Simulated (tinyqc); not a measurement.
Double-gate transistor, scale length and short-channel effects: effect of the body thickness.

A body of thickness ts between two insulators of thickness ti and two tied gates. Below threshold the potential that source and drain add obeys Laplace's equation and vanishes on the gate. Its lowest mode decays along the channel as exp(-k y); k is the smallest positive root of the matching condition at the interface, and the scale length is Lambda = pi/k.

k is the smallest positive root of f(k) = ei cos(k ti) cos(k ts/2) - eps_r sin(k ti) sin(k ts/2). Along the channel psi(y) = s + a exp(y/l) + b exp(-y/l) with psi(0) = Vbi, psi(L) = Vbi + Vds and l = 1/k = Lambda/pi; with A = Vbi - s, B = A + Vds, x = exp(-L/l): a = (B - A x) x/(1 - x^2), b = (A - B x)/(1 - x^2). The minimum is s + 2 sqrt(a b), at y = (l/2) ln(b/a). The long-channel potential follows the gate as s = sT + (Vg - VTL)/m, and the threshold VT is the gate voltage at which the minimum equals sT. Swing = m Vt ln 10/g at threshold, g = d(minimum)/ds = 1 - (b x + a)/((1 + x) sqrt(a b)). DIBL = [VT(0.05 V) - VT(Vds)]/(Vds - 0.05 V). sT and Vbi are held fixed; m = 1.

Parameters, values chosen for the exercise; permittivities: semiconductor close to that of gallium nitride, insulator close to that of hafnium oxide:
```
symbol,value,unit,meaning
T,350,K,temperature
eps_r,9.33,,relative permittivity of the semiconductor
ei,21.9,,relative permittivity of the insulator
ti,2.9,nm,insulator thickness
L,56,nm,channel length
Vbi,1.02,V,potential of the source
sT,0.5,V,potential of the barrier top at threshold
Vds,0.5,V,drain voltage
```

Constants: q = 1.602176634e-19 C, kB = 1.380649e-23 J/K, Vt = kB T/q. Results are converted to the units shown.

Result of one run:

| ts (nm) | Lambda (nm) | L/Lambda | VT - VTL at Vds (mV) | DIBL (mV/V) | swing (mV/decade) |
|---|---|---|---|---|---|
| 12 | 14.759 | 3.7942 | -3.7785 | 2.1216 | 69.828 |

What becomes of these results when the body thickness ts is changed from 12 to 7.4 nm, all else the same?

Result of the changed run:

| ts (nm) | Lambda (nm) | L/Lambda | VT - VTL at Vds (mV) | DIBL (mV/V) | swing (mV/decade) |
|---|---|---|---|---|---|
| 7.4 | 10.511 | 5.3275 | -0.33820 | 0.18975 | 69.482 |

The whole series:

| ts (nm) | Lambda (nm) | L/Lambda | VT - VTL at Vds (mV) | DIBL (mV/V) | swing (mV/decade) |
|---|---|---|---|---|---|
| 6 | 9.3387 | 5.9965 | -0.11820 | 0.066316 | 69.459 |
| 7.4 | 10.511 | 5.3275 | -0.33820 | 0.18975 | 69.482 |
| 9.3 | 12.216 | 4.5842 | -1.0882 | 0.61067 | 69.557 |
| 12 | 14.759 | 3.7942 | -3.7785 | 2.1216 | 69.828 |
| 14 | 16.691 | 3.3552 | -7.5718 | 4.2551 | 70.210 |
| 18 | 20.611 | 2.7171 | -21.024 | 11.848 | 71.561 |
| 22 | 24.568 | 2.2794 | -43.071 | 24.375 | 73.764 |

As ts goes from 6 to 22 nm, Lambda rises from 9.34 to 24.6 nm, DIBL rises from 0.0663 to 24.4 mV/V and the swing rises from 69.5 to 73.8 mV a decade. On average Lambda goes as ts^(0.74).

Program tinyqc, `OMP_NUM_THREADS=1 python tinyqc.py 2420146 2420147 out.jsonl`; Intel Xeon 2.30GHz, shared host, one thread, about 0.01 s.
